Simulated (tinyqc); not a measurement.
Worked calculation: time-domain thermoreflectance: layered heat flow under a modulated pulse train, and what the signal ratio measures. Computed by tinyqc, a small Python program that keeps every step. Command: `OMP_NUM_THREADS=1 python tinyqc.py 3110520 3110521 out.jsonl tdtr walk`. One thread of a shared host (Intel(R) Xeon(R) Processor @ 2.30GHz), about 0.2 s of CPU time with the checks. Intermediate numbers are printed to about 6 digits and carried at full precision; extremes and crossings named in words are read from the listed rows.

Pulses repeat at 80 MHz; heat is laid down at the surface, all layers are isotropic, and the film is in perfect contact with the substrate.

Inputs (values chosen for the exercise, modelled on aluminium on beta-Ga2O3):

| quantity | value | unit |
|---|---|---|
| metal thickness d | 81 | nm |
| metal conductivity | 120 | W/(m K) |
| metal heat capacity | 2.42 | MJ/(m^3 K) |
| boundary conductance G under the metal | 190 | MW/(m^2 K) |
| film thickness | 59 | nm |
| film conductivity | 12 | W/(m K) |
| film heat capacity | 2.1 | MJ/(m^3 K) |
| substrate conductivity kappa | 14.6 | W/(m K) |
| substrate heat capacity C | 3.31 | MJ/(m^3 K) |
| modulation frequency f | 5 | MHz |
| spot radius w (1/e^2, pump and probe) | 5.9 | micrometre |
| delay t | 1400 | ps |

Stack: metal, film, substrate.

## Length and time scales

Penetration depth sqrt(kappa/(pi f C)); effusivity sqrt(kappa C); cooling time of the metal d C_m/G; Kapitza length kappa/G.

penetration depth = 0.529910 micrometre

effusivity = 6951.69 W s^(1/2)/(m^2 K)

cooling time of the metal = 1031.68 ps

Kapitza length = 76.8421 nm

depth over spot radius = 0.0898153

## Impedance at k = 0 and the modulation frequency

For radial wave number k and angular frequency W each layer has u = sqrt(4 pi^2 k^2 + i W C/kappa) and gamma = kappa u. Surface impedance from below: Z = 1/gamma for the substrate; a layer of thickness L maps Z to (Z + tanh(u L)/gamma)/(1 + gamma Z tanh(u L)); a boundary adds 1/G. Take k = 0 and W = 2 pi f.

Z of the substrate = 18.1476-18.1476i m^2 K/GW

Z at the surface = 20.8610-19.3998i m^2 K/GW

## Response at the modulation frequency

Response per absorbed watt H(W) = 2 pi int_0^(2/w) Z(k, W) exp(-pi^2 k^2 w^2) k dk by 20 Gauss-Legendre points.

H(2 pi f) = 0.191140-0.168787i K/mW

phase of H(2 pi f) = -41.4464 degrees

## Signal at one delay

Signal: X + iY = sum_(m = -M..M) H(2 pi (f + m f_r)) exp(i 2 pi m f_r t) exp(-pi (m/M)^2 x 4), f_r = 80 MHz, M = 4000, with H(-W) the complex conjugate of H(W); V_in = X, V_out = Y, ratio = -V_in/V_out.

V_in = 0.368263 K/mW

V_out = -0.170953 K/mW

ratio -V_in/V_out = 2.15418

## Ratio and sensitivities against delay

Sensitivity S = ln(ratio'/ratio)/ln(1.01) for a rise of one input by 1 %.

Ratio and sensitivities:

| t (ps) | ratio | S to kappa | S to G | S to d | S to C | S to w | S to film conductivity |
|---|---|---|---|---|---|---|---|
| 100 | 3.80889 | 0.409850 | -0.003614 | -0.775921 | 0.399731 | -0.103503 | 0.032150 |
| 200 | 3.55511 | 0.404701 | -0.039928 | -0.730577 | 0.394421 | -0.102032 | 0.021420 |
| 400 | 3.17662 | 0.395790 | -0.084239 | -0.630493 | 0.385215 | -0.099456 | -0.002107 |
| 800 | 2.65641 | 0.377797 | -0.129957 | -0.481663 | 0.366641 | -0.095436 | -0.044387 |
| 1500 | 2.08945 | 0.342820 | -0.162044 | -0.309282 | 0.330605 | -0.090778 | -0.093298 |
| 2500 | 1.61025 | 0.293939 | -0.171064 | -0.162112 | 0.280126 | -0.087329 | -0.126145 |
| 4000 | 1.19576 | 0.234451 | -0.160200 | -0.046367 | 0.218076 | -0.086418 | -0.138476 |

The largest sensitivity in size at 100 ps is to d (-0.78). kappa and C enter almost alike, through the effusivity. At 400 ps an error of 3 % in d passes on as 5 % in kappa.

Checks made by the program: steady rise of a bare substrate, 1/(2 sqrt(pi) w kappa), from the same quadrature (relative difference below 1e-10).
